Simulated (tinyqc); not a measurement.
p-n diode with diffusion and depletion-layer recombination: two steps of the calculation.

Abrupt junction in the depletion approximation, low injection, full ionisation, neutral widths fixed, ohmic contact on the p side. Vj is the junction voltage; where a series resistance Rs is given, V = Vj + J Rs is the terminal voltage.

Parameters, values chosen for the exercise; band and dielectric values close to those of silicon: temperature T = 300 K; band gap Eg = 1.14 eV; conduction-band density of states at T Nc = 2.77e19 cm^-3; valence-band density of states at T Nv = 2.64e19 cm^-3; acceptor density Na = 1.7e17 cm^-3; donor density Nd = 3.7e15 cm^-3; electron mobility in the p side mun = 510 cm^2/(V s); hole mobility in the n side mup = 480 cm^2/(V s); electron lifetime tn = 2e-7 s; hole lifetime tp = 1e-7 s; neutral width of the p side wp = 6.1 um; neutral width of the n side wn = 230 um; recombination velocity at the n contact Sp = 1e7 cm/s; series resistance Rs = 0.0072 ohm cm^2; terminal voltage V = 0.66 V.

Constants: q = 1.602176634e-19 C, kB = 1.380649e-23 J/K, Vt = kB T/q. Results are converted to the units shown.

Task 1. Diffusion lengths and saturation currents. ni = sqrt(Nc Nv) exp(-Eg/(2 Vt)), Eg in volts; D = mu Vt; Ln = sqrt(Dn tn), Lp = sqrt(Dp tp); J0n = q ni^2 Dn coth(wp/Ln)/(Ln Na); J0p = (q ni^2 Dp/(Lp Nd)) (s + tanh(wn/Lp))/(1 + s tanh(wn/Lp)), s = Sp Lp/Dp.

Wanted: ni; Ln; Lp; J0n; J0p.

Result 1.

ni = 7.186e9 cm^-3
Ln = 16.24 um
Lp = 11.14 um
J0n = 1.101e-12 A/cm^2
J0p = 2.491e-11 A/cm^2

wp/Ln = 0.38 and wn/Lp = 21; holes carry 95.8 % of the diffusion current.

Task 2. New Vj. Diffusion current alone: J = J0 (exp(Vj/Vt) - 1), g = Vj + J Rs - V, g' = 1 + Rs J0 exp(Vj/Vt)/Vt, Vj(new) = Vj - g/g'.

Vj after iteration 1 = 0.65999910 V
J0 = J0n + J0p = 2.6006729e-11 A/cm^2

Find: J; g; g'; Vj after iteration 2.

Result 2.

J = 3.181 A/cm^2
g = 0.02290 V
g' = 1.886
Vj after iteration 2 = 0.6479 V

tinyqc, about 0.01 s, one thread, Intel Xeon 2.30GHz (shared host): `OMP_NUM_THREADS=1 python tinyqc.py 2260036 2260037 out.jsonl`
